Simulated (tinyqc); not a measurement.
# Energy and delay of logic against supply voltage: effects of single changes

One expression serves below and above threshold: I(Vg) = Ik [ln(1 + exp((Vg - VT + dd V)/(al nf Vt)))]^al, with I_on = I(V) and I_off = I(0). Gate delay td = kd C V/I_on, clock period LD td. Per gate and cycle the switching energy is act C V^2 and the leakage energy I_off V LD td. No short-circuit current, no variation. Minima are sought above 0.09 V; below a few Vt gates no longer switch and the model has no meaning.

Parameters, values chosen for the exercise; values of the order met in logic technologies:
```
symbol  value  unit                               meaning
T         250     K                           temperature
VT       0.33     V  threshold voltage at zero drain bias
nf       1.38                                slope factor
dd       0.11         barrier lowering per volt of supply
Ik        2.6    uA            specific current of a gate
al       1.74                 exponent of the current law
C        0.59    fF            load capacitance of a gate
kd        1.1                                delay factor
LD         16                                 logic depth
act       0.1                             activity factor
```

Constants: q = 1.602176634e-19 C, kB = 1.380649e-23 J/K, Vt = kB T/q. Results are converted to the units shown.

Each table varies one quantity; the others keep the values above.

## Energy and delay against supply voltage

EDP = energy times td.

Result of one run:

| V (V) | I_on (uA) | I_off (nA) | td (ps) | switching (aJ) | leakage (aJ) | energy (aJ) | EDP (fJ ps) |
|---|---|---|---|---|---|---|---|
| 0.85 | 192.2 | 0.9042 | 2.869 | 42.63 | 0.03529 | 42.66 | 0.1224 |

What becomes of these results when the supply voltage V is changed from 0.85 to 0.15 V, all else the same?

Result of the changed run:

| V (V) | I_on (uA) | I_off (nA) | td (ps) | switching (aJ) | leakage (aJ) | energy (aJ) | EDP (fJ ps) |
|---|---|---|---|---|---|---|---|
| 0.15 | 0.01025 | 0.06831 | 9496 | 1.327 | 1.557 | 2.884 | 27.39 |

The whole series:

| V (V) | I_on (uA) | I_off (nA) | td (ps) | switching (aJ) | leakage (aJ) | energy (aJ) | EDP (fJ ps) |
|---|---|---|---|---|---|---|---|
| 0.15 | 0.01025 | 0.06831 | 9496 | 1.327 | 1.557 | 2.884 | 27.39 |
| 0.27 | 0.6295 | 0.1064 | 278.4 | 4.301 | 0.1280 | 4.429 | 1.233 |
| 0.38 | 8.172 | 0.1598 | 30.18 | 8.520 | 0.02932 | 8.549 | 0.2580 |
| 0.5 | 33.74 | 0.2488 | 9.619 | 14.75 | 0.01915 | 14.77 | 0.1421 |
| 0.62 | 75.40 | 0.3874 | 5.337 | 22.68 | 0.02051 | 22.70 | 0.1211 |
| 0.73 | 125.6 | 0.5812 | 3.773 | 31.44 | 0.02561 | 31.47 | 0.1187 |
| 0.85 | 192.2 | 0.9042 | 2.869 | 42.63 | 0.03529 | 42.66 | 0.1224 |
| 0.97 | 270.6 | 1.406 | 2.326 | 55.51 | 0.05076 | 55.56 | 0.1293 |
| 1.08 | 352.2 | 2.106 | 1.990 | 68.82 | 0.07242 | 68.89 | 0.1371 |
| 1.2 | 451.4 | 3.269 | 1.725 | 84.96 | 0.1083 | 85.07 | 0.1468 |

td falls from 9500 to 1.73 ps; the energy rises from 2.88 to 85.1 aJ and the EDP goes from 27.4 through a minimum of 0.119 (at V = 0.73 V among the rows listed) to 0.147 fJ ps. The exact minima lie at V = 0.173 V for the energy and 0.708 V for the EDP. Going from 1.2 V to the energy minimum saves a factor of 31.0 in energy and costs a factor of 2760 in delay. Below the minimum the leakage energy rises faster than the switching energy falls, because the clock period grows so steeply.

## Optimum supplies against the slope factor

Same model as above.

V_min minimises the energy and V_EDP the product of energy and td.

Optimum supplies against the slope factor:

| nf | V_min (V) | energy at V_min (aJ) | leakage share (%) | clock at V_min (MHz) | V_EDP (V) | clock at V_EDP (GHz) |
|---|---|---|---|---|---|---|
| 1 | 0.1253 | 1.414 | 34.50 | 0.2817 | 0.7078 | 27.31 |
| 1.1 | 0.1378 | 1.715 | 34.64 | 1.024 | 0.7078 | 23.13 |
| 1.2 | 0.1504 | 2.049 | 34.89 | 2.963 | 0.7078 | 19.88 |
| 1.3 | 0.1629 | 2.418 | 35.26 | 7.177 | 0.7078 | 17.30 |
| 1.4 | 0.1754 | 2.828 | 35.80 | 15.09 | 0.7078 | 15.20 |
| 1.5 | 0.1879 | 3.283 | 36.52 | 28.29 | 0.7079 | 13.49 |
| 1.6 | 0.2004 | 3.788 | 37.42 | 48.22 | 0.7081 | 12.06 |

What does the comparison show?

As nf goes from 1 to 1.6, V_min rises from 0.125 to 0.200 V, the energy there rises from 1.41 to 3.79 aJ, the clock there rises from 0.282 to 48.2 MHz and V_EDP stays near 0.708 V.

tinyqc, about 0.01 s, one thread, Intel Xeon 2.30GHz (shared host): `OMP_NUM_THREADS=1 python tinyqc.py 2082125 2082126 out.jsonl`
